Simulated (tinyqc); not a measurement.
Monte Carlo simulation of one carrier in a uniform electric field: one step, computed by the program tinyqc.

The force e F acts along +z. Flights end at the constant total rate Gamma; the part of Gamma that the real rates do not fill is self-scattering, which leaves k unchanged. One valley, no impurities; equivalent final valleys enter only through Z_f in the optical rate.

Question. Flight 1. Kane band: hbar^2 k^2/(2 m) = E (1 + alpha E), speed v = hbar k/(m (1 + 2 alpha E)), states per spin, volume and energy g(E) = m k (1 + 2 alpha E)/(2 pi^2 hbar^2); overlap factors are set to 1. Masses are multiplied by m_0 and all formulas are in SI units. Flight: t = -ln(r1)/Gamma; k_z grows by e F t/hbar; E follows from the band; dz = (E_end - E_start)/(e F). Use row 1 of the random numbers.

Inputs (values chosen for the exercise, for a model non-polar semiconductor):

| quantity | value | unit |
|---|---|---|
| effective mass m | 0.223 | m_0 |
| non-parabolicity alpha | 0.49 | 1/eV |
| lattice temperature T | 300 | K |
| electric field F | 13 | kV/cm |

Crystal: non-polar. Band: Kane.

starting wave vector (1/nm): -0.12  -0.083  0.25

Random numbers (0.02 to 0.98, from up to 60 sets tried for early real events), one row a flight:
```
       r1      r2      r3      r4
1  0.0697  0.0788  0.6587  0.1836
2  0.1156  0.0285  0.4887  0.0229
3  0.6767  0.9564  0.3878  0.3747
4  0.4763  0.2259  0.4064  0.1487
5  0.1863  0.1505  0.1952  0.4611
6  0.3468  0.5490  0.8177  0.0469
7  0.9438  0.1264  0.7266  0.2453
```

Gamma = 62.32311 1e12/s

Constants: e = 1.602176634e-19 C; hbar = 1.054571817e-34 J s; m_0 = 9.1093837015e-31 kg.

Give: flight time t; k at the end of the flight; energy at the end; displacement dz.

Answer.

flight time t = 42.738 fs

k at the end of the flight (1/nm): -0.12000  -0.08300  0.33441

energy at the end = 22.496 meV

displacement dz = 6.3685 nm
